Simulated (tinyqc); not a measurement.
What moves the results: temperature and isotope dependence of a band gap in oscillator models. A value that a table varies takes the place of the one given here.

E(T) = E0 - sum_i sl_i th_i n_i(T), n = 1/(exp(th/T) - 1). The same coupling lowers the gap at 0 K by the zero-point term ZP = sum_i sl_i th_i/2, so the gap of the static lattice is E0 + ZP. Thermal expansion is taken as part of the slopes.

Two-parameter forms are made to pass through the falls at the two temperatures T12: Varshni aV T^2/(T + bV), from the line T^2/fall = (T + bV)/aV; one oscillator s1 t1/(exp(t1/T) - 1), with t1 from the ratio of the falls.

Constants: kB = 8.617333262e-05 eV/K; hbar^2/2m0 = 3.80998211 eV angstrom^2.

Values chosen for the exercise (near those of diamond; not measured data): E0 = 5.432 eV (gap at 0 K); th = (423, 1895) K (temperatures of two oscillators); sl = (0.0879, 0.4981) meV/K (their high-temperature slopes); T12 = (1270, 3080) K (temperatures of the fits); mm = 1.08 m0 (geometric mean of the density-of-states masses); T = 400 K (temperature).

## How far the fits carry

Falls of the gap from E0, and errors of the two fits against the model.

Results:
```
T (K)  fall (meV)  Varshni - model (meV)  one oscillator - model (meV)  fall/ZP
20           0.00                   0.15                          0.00    0.000
50           0.01                   0.94                         -0.01    0.000
100          0.55                   3.13                         -0.55    0.001
200          5.17                   8.81                         -4.86    0.011
300         13.72                  16.26                         -9.19    0.028
400         28.13                  22.75                        -10.73    0.057
600         78.21                  26.76                         -8.72    0.159
800        150.83                  21.47                         -5.30    0.307
```

What does this show, and why?

Below the first fit point the largest errors are +26.76 meV (Varshni, 600 K, on a fall of 78.21 meV) and -10.73 meV (one oscillator, 400 K); a T^2 law cannot freeze out; a single oscillator misses the soft modes. No row lies well beyond the second fit point, so the table does not test extrapolation to high T. The thermal fall stays below ZP up to 800 K.

## What the shift does to the intrinsic density

ni = 2 (mm kT/(4 pi c))^(3/2) exp(-E/2kT), c = hbar^2/2m0, with E(T) and with E0; 1 angstrom^-3 = 1e24 cm^-3. Apparent gap from an Arrhenius plot of ni/T^(3/2): E(T) - T dE/dT, dE/dT = -sum sl_i (th_i/T)^2 n_i (1 + n_i).

Results:
```
T (K)  E(T) (eV)  ni (cm^-3)  ni with E(T) / ni with E0  apparent gap (eV)
200       5.4268    6.46e-50                      1.162             5.4398
250       5.4231    4.66e-36                      1.229             5.4442
300       5.4183    8.67e-27                      1.304             5.4515
350       5.4119    3.85e-20                      1.394             5.4622
400       5.4039    3.93e-15                      1.504             5.4758
500       5.3822    4.54e-08                      1.782             5.5083
700       5.3197        7.10                      2.536             5.5752
```

How do the results move?

Using E0 in place of E(T) understates ni by a factor that rises from 1.16 to 2.54, towards exp(sum sl/2kB) = 30.0. The slope of an Arrhenius plot returns neither E(T) nor E0 but the intercept of the tangent, 5.4515 eV at 300 K, which lies 19 meV above E0 and tends to the static gap 5.9225 eV.

## What each parameter does

Gap at T, slope -sum sl_i (th_i/T)^2 n_i (1 + n_i) and ZP. Each row changes one parameter from the base and keeps the others.

Results:
```
case                         E(T) (eV)  dE/dT (meV/K)  ZP (meV)
base                            5.4039        -0.1798    490.54
T = 440 K                       5.3961        -0.2094    490.54
E0 = 5.442 eV                   5.4139        -0.1798    490.54
th = (423, 2274) K              5.4084        -0.1352    584.93
sl = (0.1143, 0.4981) meV/K     5.3979        -0.2039    496.12
```

How do the results move?

The largest shifts from the base row, up to three for each result and ties (the steps differ in size, so this ranks the rows, not the parameters). E(T) (eV): E0 +0.0100, T -0.0078, sl -0.0059. dE/dT (meV/K): th +0.0446, T -0.0295, sl -0.0241; unchanged at the printed digits by E0. ZP (meV): th +94.39, sl +5.58; unchanged at the printed digits by T and E0.

(tinyqc, `OMP_NUM_THREADS=1 python tinyqc.py 1851026 1851027 out.jsonl`, Intel(R) Xeon(R) Processor @ 2.30GHz, 1 thread, shared host, about 0.01 s.)
